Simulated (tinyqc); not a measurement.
Electrons shared among three sets of ellipsoidal valleys, step by step. Values are carried at full precision from step to step, so a last printed digit may differ when a step is redone from the rounded ones.

Constants: hbar^2/2m0 = 3.80998211 eV angstrom^2; kB = 8.617333262e-05 eV/K.

Inputs chosen for the exercise (masses and offsets near those of Si; mobilities are free inputs, held fixed; the results hold for these values, not for the real material):
- ml = (0.883, 0.883, 1.742) m0 (longitudinal masses of Delta2, Delta4, L)
- mt = (0.1826, 0.1826, 0.1174) m0 (transverse masses)
- M = (2, 4, 4) (valleys in each set)
- T = 300 K
- dE = (0, 0.043, 0.841) eV (edges of Delta2, Delta4, L above the first, the first two split by strain)
- n = 8.6e+16 1/cm^3 (total electron density)
- mu = (1400, 1100, 540) cm^2/(V s) (mobility of each set, for current in the plane normal to the Delta2 axis)

## Masses of each set

One valley: m_d = (ml mt^2)^(1/3). Whole set: m_de = M^(2/3) m_d. Mean over three axes: 1/m_c = (1/ml + 2/mt)/3. Anisotropy K = ml/mt.

m_d, m_de, m_c (m0) and K of each set:
```
set        m_d    m_de     m_c      K
Delta2  0.3088  0.4902  0.2482   4.84
Delta4  0.3088  0.7781  0.2482   4.84
L       0.2885  0.7269  0.1704  14.84
```

m_de/m_c is 1.97 for Delta2, 3.13 for Delta4, 4.27 for L: many anisotropic valleys give many states at a light conductivity mass. m_c is the mean over three axes; a set that holds only some of the equivalent valleys conducts with a mass that depends on direction.

## Effective densities of states

N_i = M_i times N = 2 (m kB T/(4 pi c))^(3/2) with c = hbar^2/2m0, in 1/angstrom^3; times 1e24 for 1/cm^3, with m = (ml mt^2)^(1/3).

kT = 0.025852 eV

N_i (1/cm^3): Delta2 8.6116e+18, Delta4 1.7223e+19, L 1.5553e+19

## Fermi level and populations

F_j(eta) = (1/Gamma(j + 1)) integral_0^infinity x^j dx/(1 + exp(x - eta)), which tends to exp(eta) for eta << 0.

Solve n = sum_i N_i F_1/2((EF - dE_i)/kT), energies from the edge of the first set.

EF = -0.1273 eV

eta_i: Delta2 -4.93, Delta4 -6.59, L -37.46

n_i (1/cm^3): Delta2 6.23e+16, Delta4 2.37e+16, L 840

shares: Delta2 0.7247, Delta4 0.2753, L 0.0000

Delta2 holds most electrons (72.5 %). Boltzmann weights N_i exp(-dE_i/kT) would give Delta4 a share of 0.2748.

## Drift and Hall mobility of the mixture

With f_i the shares, mu_drift = sum f_i mu_i; low-field Hall mobility mu_H = sum f_i mu_i^2/mu_drift (scattering and anisotropy factors set to 1); the Hall density is n mu_drift/mu_H; rho = 1/(e n mu_drift), e = 1.602176634e-19 C.

mu_drift = 1317 cm^2/(V s)
mu_H = 1331 cm^2/(V s)
Hall density = 8.51e+16 1/cm^3
rho = 0.0551 ohm cm

A Hall measurement would read 99.0 % of the true density.

## Checks

- Share of Delta4 at n = 1e10 1/cm^3 against the Boltzmann weight: both 0.2748.

tinyqc: `OMP_NUM_THREADS=1 python tinyqc.py 1680040 1680041 out.jsonl`; about 0.01 s, one thread, shared Intel(R) Xeon(R) Processor @ 2.30GHz.
